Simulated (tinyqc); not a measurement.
k.p values derived from sp3s* tight binding at Gamma: one step. Valence parameters L, M, N and the Luttinger values.

At Gamma the states are two-level mixtures: s-like S+ (upper) and S- (lower) from [[Esa, Vss], [Vss, Esc]], p-like P- (valence) and P+ from [[Epa, Vxx], [Vxx, Epc]], and the bare s* levels. With real k in 1/angstrom and kz = 0, the phase sums over the four bonds are g0 = 1 - (a k/4)^2/2, g1 = i a kx/4, g3 = -(a/4)^2 kx ky to second order. Each mixture is written (anion, cation) with the anion part positive. c = hbar^2/2m0. No spin-orbit coupling.

Constants: hbar^2/2m0 = 3.80998211 eV angstrom^2.

Parameters, chosen for this exercise (out of a larger set: near a published set for InP, fitted to gaps, whose masses and valley positions are rough; not measured data):
- a = 5.874 angstrom (lattice constant)
- Vxx = 1.881 eV (px-px)
- Vxy = 4.195 eV (px-py)

States:
```
state      E (eV)  anion part  cation part
S-     -11.457341   0.8809964    0.4731230
P-      -0.008654   0.9056559   -0.4240134
S+       1.392341   0.4731230   -0.8809964
P+       4.889654   0.4240134    0.9056559
```

Couplings:
```
pair       P (eV angstrom)  E(first) - E(second) (eV)
S+ to P-         -7.196446                   1.400995
S+ to P+         -1.648524                  -3.497312
S- to P-          2.279429                 -11.448688
s*a to P-        -2.174341                   8.338654
s*c to P-         5.903674                   7.072654
```

Question. Direct terms d0 = -(a/4)^2 pa pc Vxx, dN = -2 (a/4)^2 pa pc Vxy for P-. F = sum P^2/(E(P-) - E(s)) over S+, S-, s*a, s*c. The y state of P- couples to the z state of P+ through Q = (a/4) Vxy (pa p'c - pc p'a), primes for P+, and H1 = Q^2/(E(P-) - E(P+)). L = d0 + F, M = d0 + H1, N = dN + F + H1; g1 = -(L + 2M)/(3c), g2 = -(L - M)/(6c), g3 = -N/(6c).

Give: d0, dN, F, Q, H1 (eV angstrom^2; Q in eV angstrom); L, M, N; g1, g2, g3.

Answer.

d0, dN, F, Q, H1 (eV angstrom^2; Q in eV angstrom): 1.5577  6.9479  -42.0068  6.1604  -7.7476

L, M, N (eV angstrom^2): -40.449  -6.190  -42.806

g1, g2, g3: 4.622  1.499  1.873

Along [100] the masses without spin-orbit coupling are c/|L| = 0.094 (one band) and c/|M| = 0.616 (two bands).

Computed by tinyqc, a small Python program: `OMP_NUM_THREADS=1 python tinyqc.py 1482248 1482249 out.jsonl` (the numbers bound the seed that draws the inputs); one thread of a shared host (Intel(R) Xeon(R) Processor @ 2.30GHz), about 0.01 s for the whole set of steps.
